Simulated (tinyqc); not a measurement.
# MOS structure on a p-type body with a doping step (retrograde), non-linear Poisson equation by Newton steps: two studies

One dimension, insulator interface at x = 0, acceptor density N1 for x < x1 and Na beyond, net doping C = -(acceptor density). psi is counted from the intrinsic level: n = ni exp((psi - Vb)/Vt), p = ni exp(-psi/Vt); deep in the body psi_b = -Vt ln(Na/ni). The gate acts through Cox = eps0 eox/tox and has the potential psi_G = Vg - (phiM - chi - Vt ln(Nc/ni)). Boltzmann statistics, full ionisation, classical densities, no oxide or interface charge.

Values chosen for this exercise; band and dielectric values close to those of silicon:
- T = 300 K (temperature)
- Eg = 1.11 eV (band gap)
- eps_r = 11.8 (relative permittivity)
- Nc = 2.82e19 cm^-3 (conduction-band density of states at T)
- Nv = 2.62e19 cm^-3 (valence-band density of states at T)
- chi = 4.06 eV (electron affinity)
- Na = 1.4e17 cm^-3 (acceptor density deep in the body)
- eox = 7.28 (relative permittivity of the gate insulator (close to silicon nitride))
- tox = 12 nm (insulator thickness)
- phiM = 4.18 eV (gate work function)
- Vb = 0 V (electron quasi-Fermi potential against the body)
- x1 = 52 nm (depth of the doping step)
- N1 = 4.2e16 cm^-3 (acceptor density above the step)

Constants: q = 1.602176634e-19 C, kB = 1.380649e-23 J/K, Vt = kB T/q, eps0 = 8.8541878128e-14 F/cm where lengths are in cm. Results are converted to the units shown.

Each table varies one quantity; the others keep the values above.

## Charge and capacitance against gate voltage

ni = sqrt(Nc Nv) exp(-Eg/(2 Vt)), Eg in volts. The Poisson equation d/dx(eps0 eps_r dpsi/dx) = -q (p - n + C), with eps0 eps_r dpsi/dx = -Cox (psi_G - psi_0) at x = 0, is solved on a mesh of about 600 nodes or more. N_inv is the integral of n less its value deep in the body. C_LF = Cox (1 - dpsi_0/dVg) with all carriers following; C_HF is the same with the electron quasi-Fermi level shifting uniformly so that N_inv stays fixed. The centroid is that of the same excess.

Result of one run:
```
Vg (V)	psi_0 - psi_b (V)	N_inv (cm^-2)	C_LF/Cox	C_HF/Cox	centroid (nm)
0.15	0.765	1.79e9	0.185	0.172	2.15
```

What becomes of these results when the gate voltage against the body Vg is changed from 0.15 to 0.54 V, all else the same?

Result of the changed run:
```
Vg (V)	psi_0 - psi_b (V)	N_inv (cm^-2)	C_LF/Cox	C_HF/Cox	centroid (nm)
0.54	0.929	6.61e11	0.858	0.163	1.62
```

The whole series:
```
Vg (V)	psi_0 - psi_b (V)	N_inv (cm^-2)	C_LF/Cox	C_HF/Cox	centroid (nm)
-0.1	0.561	8.18e5	0.190	0.190	2.68
0.02	0.658	3.21e7	0.181	0.181	2.39
0.15	0.765	1.79e9	0.185	0.172	2.15
0.28	0.859	6.05e10	0.459	0.166	1.95
0.41	0.905	3.14e11	0.765	0.164	1.77
0.54	0.929	6.61e11	0.858	0.163	1.62
0.67	0.944	1.04e12	0.898	0.163	1.49
0.8	0.956	1.43e12	0.920	0.163	1.38
0.92	0.965	1.80e12	0.933	0.163	1.30
1.05	0.973	2.21e12	0.943	0.163	1.22
```

N_inv goes from 8.18e5 to 2.21e12 cm^-2 and passes 2e11 cm^-2 at Vg = 0.361 V. Below threshold it takes 74.4 mV a decade between Vg = 0.02 and 0.15 V, against Vt ln 10 = 59.5 mV. C_LF/Cox is lowest, 0.181, at Vg = 0.02 V among the rows listed and ends at 0.943, while C_HF/Cox ends at 0.163. Between the last two rows q dN_inv/dVg is 0.934 Cox. Where the classical centroid is under about 2 nm, confinement would move the charge away from the interface and raise the threshold. Above about 2e12 cm^-2 degeneracy matters too.

## Effect of the acceptor density above the step on threshold, swing and body effect

VT is the Vg at which N_inv = 2e11 cm^-2. m = 1/(dpsi_0/dVg) at N_inv = 1e8 cm^-2; the swing is the Vg between N_inv = 1e8 and 1e9 cm^-2; body coefficient [VT(Vb + 0.05 V) - VT(Vb)]/0.05 V - 1.

Effect of the acceptor density above the step on threshold, swing and body effect:
```
N1 (cm^-3)	VT (V)	psi_0 - psi_b at VT (V)	m - 1	swing (mV/decade)	body coefficient
1e16	0.320	0.889	0.210	74.1	0.212
1.5e16	0.326	0.889	0.211	74.1	0.212
2.3e16	0.337	0.890	0.213	74.2	0.213
3.3e16	0.349	0.891	0.216	74.2	0.214
4.9e16	0.370	0.893	0.219	74.4	0.215
7.2e16	0.399	0.895	0.225	74.6	0.218
1e17	0.433	0.897	0.234	74.9	0.223
```

Read the table: what changes, and by how much?

As N1 goes from 1e16 to 1e17, VT rises from 0.320 to 0.433 V, the swing rises from 74.1 to 74.9 mV/decade and the body coefficient rises from 0.212 to 0.223. The swing stays within 2.9 % of m Vt ln 10, and the body coefficient within 0.011 of m - 1.

Numbers from tinyqc (`OMP_NUM_THREADS=1 python tinyqc.py 2080107 2080108 out.jsonl`; about 0.4 s on one thread of a shared Intel Xeon 2.30GHz).
